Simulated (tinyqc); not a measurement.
CMOS latch-up, two-transistor model: course of the iteration: response to the injected current, once round the loop per iteration.

A parasitic pnp (emitter at Vdd, base shunted by Rw) and npn (emitter at ground, base shunted by Rs) feed each other: the npn collector current flows out of the pnp base node, the pnp collector current into the npn base node. Forward-active transistors with constant gains: Icn = Isn exp(Vn/Vt), Icp = Isp (exp(Vp/Vt) - 1). A current Ii is injected into the npn base node.

Icn = Isn exp(Vn/Vt); Vp solves Vp/Rw + Icp/bp = Icn; Vn(new) solves Vn/Rs + (Isn/bn) exp(Vn/Vt) = Icp + Ii.

Stop when Vn changes by less than 1e-9 V, or after 150 iterations. Vn must stay below 1.1 V.

Parameters, values chosen for the exercise; values close to those of bulk CMOS: temperature T = 350 K; current gain of the npn bn = 18.6; current gain of the pnp bp = 2; saturation current of the npn at T Isn = 5.6e-13 A; saturation current of the pnp at T Isp = 7.7e-12 A; substrate resistance shunting the npn Rs = 1500 ohm; well resistance shunting the pnp Rw = 240 ohm; current injected into the substrate Ii = 0.37 mA.

Constants: q = 1.602176634e-19 C, kB = 1.380649e-23 J/K, Vt = kB T/q. Results are converted to the units shown.

Vn at the start = 0.51 V

Course of the iteration:
```
iteration    Vn (V)  |change| (V)
1          0.551106        0.0411
2          0.551106       3.73e-9
3          0.551106       < 1e-14
```

Did this iteration meet its convergence test, and what does its course show?

Yes. Converged in 3 iterations. The change falls from 0.041 in the first iteration to below the tolerance in the last. An off state exists, since Ii is below the trigger current, the largest Ii that the node equations allow, 0.5254 mA.

tinyqc, about 0.07 s, one thread, Intel Xeon 2.30GHz (shared host): `OMP_NUM_THREADS=1 python tinyqc.py 2670119 2670120 out.jsonl`
